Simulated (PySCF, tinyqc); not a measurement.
FCI on RHF in the sto-3g basis, for H3+, spin multiplicity 1, step by step. The lowest restricted solution is unstable here: a spin-polarised one lies 0.0084 hartree lower (PySCF). One step of it, computed by the program tinyqc.

Question. Iteration 5 (converged): orbitals. Diagonalise F' = X^T F X, C = X C', fill 1 alpha and 1 beta electrons from the bottom; D = 2 C_occ C_occ^T. Each column has its largest component positive (the first on a tie).

converged F (hartree), lower triangle:
```
           1H 1s      2H 1s      3H 1s
1H 1s  -0.623853
2H 1s  -0.475272  -0.476911
3H 1s  -0.475209  -0.170217  -0.476899
```

X, lower triangle:
```
           1H 1s     2H 1s     3H 1s
1H 1s   1.118002
2H 1s  -0.209357  1.057540
3H 1s  -0.209322  0.022765  1.057521
```

Give: F' = X^T F X; orbital energies; coefficients C; D after iteration 5.

Answer.

F' = X^T F X (hartree), lower triangle:
```
         1        2        3
1  -0.3916
2  -0.3233  -0.3542
3  -0.3233  -0.0258  -0.3542
```

orbital energies (hartree): MO1 -0.8430, MO2 -0.3284, MO3 0.0714

coefficients C:
```
          MO1      MO2      MO3
1H 1s  0.5875   0.0000   0.9962
2H 1s  0.3878  -0.7316  -0.6907
3H 1s  0.3877   0.7318  -0.6906
```

D after iteration 5, lower triangle:
```
        1H 1s   2H 1s   3H 1s
1H 1s  0.6904
2H 1s  0.4557  0.3007
3H 1s  0.4556  0.3007  0.3007
```
